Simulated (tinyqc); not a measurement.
Doping and thickness from pinch-off voltage and conductance.

Question. A uniform channel has Vp = q Nd a^2/(2 eps0 eps_r) and G0 = q mu Nd a W/L. Find a and Nd.

Inputs (values chosen for the exercise); material values those of a made-up semiconductor: relative permittivity of the semiconductor eps_r = 15.4; low-field mobility at this doping mu = 4400 cm^2/(V s); gate length L = 10 um; gate width W = 50 um.

Constants: q = 1.602176634e-19 C, eps0 = 8.8541878128e-14 F/cm where lengths are in cm. Results are converted to the units shown.

Vp = 1.6121114 V
G0 = 6.9085856 mS

Solution. G0 gives the product Nd a and Vp gives Nd a^2; their ratio is a.

a = 140.0 nm
Nd = 1.400e17 cm^-3

Numbers from tinyqc (`OMP_NUM_THREADS=1 python tinyqc.py 2500001 2500002 out.jsonl`; about 0.04 s on one thread of a shared Intel Xeon 2.30GHz).
